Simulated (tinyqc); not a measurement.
Worked calculation: CIS and TDHF on RHF in the sto-3g basis, for H4, spin multiplicity 1. One step of it, computed by the program tinyqc.

Question. TDHF (RPA) triplet states. B(ia,jb) = - (ib|ja); the squared energies are the eigenvalues of (A - B)(A + B); 1 hartree = 27.211386 eV.

CIS matrix A, triplet (hartree), lower triangle:
```
          1>3       1>4       2>3       2>4
1>3  0.482763
1>4  0.000000  0.677604
2>3  0.000000  0.201967  0.404314
2>4  0.201967  0.000000  0.000000  0.605072
```

Two-electron integrals over orbitals (pq|rs), unique and non-zero (hartree):
```
(11|11) 0.418696    (21|21) 0.207116    (22|11) 0.414204    (22|22) 0.420656
(31|11) -0.035071   (31|22) -0.003341   (31|31) 0.105959    (32|21) 0.054272
(32|32) 0.099516    (33|11) 0.410749    (33|22) 0.412162    (33|31) -0.008601
(33|33) 0.427007    (41|21) 0.013050    (41|32) -0.084634   (41|41) 0.091875
(42|11) 0.043387    (42|22) 0.014305    (42|31) -0.105411   (42|33) 0.011718
(42|42) 0.109389    (43|21) -0.201967   (43|32) -0.056190   (43|41) -0.010935
(43|43) 0.214629    (44|11) 0.432779    (44|22) 0.428276    (44|31) -0.038834
(44|33) 0.439210    (44|42) 0.046967    (44|44) 0.467290
```

Give: TDHF matrix B, triplet; squared energies w^2; TDHF energies from the positive w^2.

Answer.

TDHF matrix B, triplet (hartree), lower triangle:
```
         1>3      1>4      2>3      2>4
1>3  -0.1060
1>4   0.0000  -0.0919
2>3   0.0000   0.1054  -0.0995
2>4   0.0846   0.0000   0.0000  -0.1094
```

squared energies w^2 (hartree^2): 0.0520  0.0749  0.5683  0.6116

TDHF energies from the positive w^2 (eV): 6.2047  7.4474  20.5140  21.2813
